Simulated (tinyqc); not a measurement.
# From one set of inputs to another, one input at a time

Model: two-step dopant diffusion (predeposition and drive-in) with a constant diffusivity. Computed by tinyqc, a small Python program. Command: `OMP_NUM_THREADS=1 python tinyqc.py 3012793 3012794 out.jsonl dopdiff ladder`. One thread of a shared host (Intel(R) Xeon(R) Processor @ 2.30GHz), about 0.07 s of CPU time with the checks.

Fick diffusion into a half space x > 0 whose background doping C_B is of the opposite type, so that a junction lies where C = C_B.

The inputs printed are set A. Set A is modelled on aluminium in silicon; the values taken over come from a set modelled on antimony in silicon. Inputs not listed in the table keep their values of set A, so the rows need not describe a real material.

Inputs (values chosen for the exercise, modelled on aluminium in silicon):

| quantity | value | unit |
|---|---|---|
| prefactor D0 | 1.49 | cm^2/s |
| activation energy E | 3.38 | eV |
| surface concentration C_s | 6.5e+18 | 1/cm^3 |
| background doping C_B | 2.2e+16 | 1/cm^3 |
| predeposition temperature T1 | 1000 | C |
| predeposition time t1 | 15 | min |
| drive-in temperature T2 | 1200 | C |
| drive-in time t2 | 60 | min |
| mean mobility in the layer mu | 200 | cm^2/(V s) |
| ramp rate | 8 | C/min |
| stand-by temperature | 700 | C |

Furnace ramps of the drive-in: linear ramps.

Constants: k_B = 8.617333262e-05 eV/K; e = 1.602176634e-19 C.

Method:
- D = D0 exp(-E/(k_B T)).
- Temperatures in kelvin are T(C) + 273.15.
- Times in seconds are 60 times the minutes.
- One ramp between the stand-by temperature and T2 adds int D dT / rate (40-point Gauss-Legendre); the usual estimate counts it as an extra time k_B T2^2/(E rate) at T2. (Dt)2 = D2 t2 + two ramps, times in seconds.
- C = C_s erfc(x/(2 sqrt(D1 t1))); dose Q = 2 C_s sqrt(D1 t1/pi); the junction solves erfc(z) = C_B/C_s with x_j = 2 z sqrt(D1 t1).
- With a sealed surface and a thin source, C = Q/sqrt(pi (Dt)2) exp(-x^2/(4 (Dt)2)); x_j = 2 sqrt((Dt)2 ln(C(0)/C_B)); gradient at the junction |dC/dx| = C_B x_j/(2 (Dt)2).
- Net dose Q_net = Q erf(x_j/(2 sqrt((Dt)2))) - C_B x_j; R_s = 1/(e mu Q_net), with every dopant ionised and one mobility.

Each row keeps all changes above it:

| input moved | from | to | junction depth x_j (um) | surface concentration C(0) (Gaussian) (1/cm^3) | sheet resistance R_s (Gaussian) (ohm/square) |
|---|---|---|---|---|---|
| set A | - | - | 4.0965 | 2.3187e+17 | 706.1 |
| drive-in time t2 (min) | 60 | 90 | 4.6856 | 1.9516e+17 | 733.7 |
| surface concentration C_s (1/cm^3) | 6.5e+18 | 1.6e+19 | 5.5691 | 4.8040e+17 | 257.9 |
| drive-in temperature T2 (C) | 1200 | 1075 | 1.9010 | 1.6673e+18 | 239.3 |
| prefactor D0 (cm^2/s) and activation energy E (eV) | 1.49, 3.38 | 4.13, 3.88 | 0.3604 | 1.4785e+18 | 1409.3 |
| background doping C_B (1/cm^3) | 2.2e+16 | 7.6e+15 | 0.4034 | 1.4785e+18 | 1375.4 |
| mean mobility in the layer mu (cm^2/(V s)) | 200 | 290 | 0.4034 | 1.4785e+18 | 948.6 |

Junction depth x_j goes from 4.10 to 0.403, a factor 0.0985 in all. The largest single move comes from prefactor D0 with activation energy E (a factor 0.190), and surface concentration C_s works against it (a factor 1.19). Surface concentration C(0) (Gaussian) goes from 2.32e17 to 1.48e18, a factor 6.38 in all. The largest single move comes from drive-in temperature T2 (a factor 3.47), and drive-in time t2 works against it (a factor 0.842). Sheet resistance R_s (Gaussian) goes from 706 to 949, a factor 1.34 in all. The largest single move comes from prefactor D0 with activation energy E (a factor 5.89), and surface concentration C_s works against it (a factor 0.351). The single moves hold for this order of the switches; the total does not depend on the order.

Caution (rows surface concentration C_s, drive-in temperature T2, prefactor D0, background doping C_B, mean mobility in the layer mu): C_s exceeds the intrinsic carrier density of silicon at the predeposition temperature (2e18 to 1e19 per cm^3), where real diffusivities rise with concentration and profiles turn box-like.

Extremes, crossings and ranges named in words are read from the listed rows.
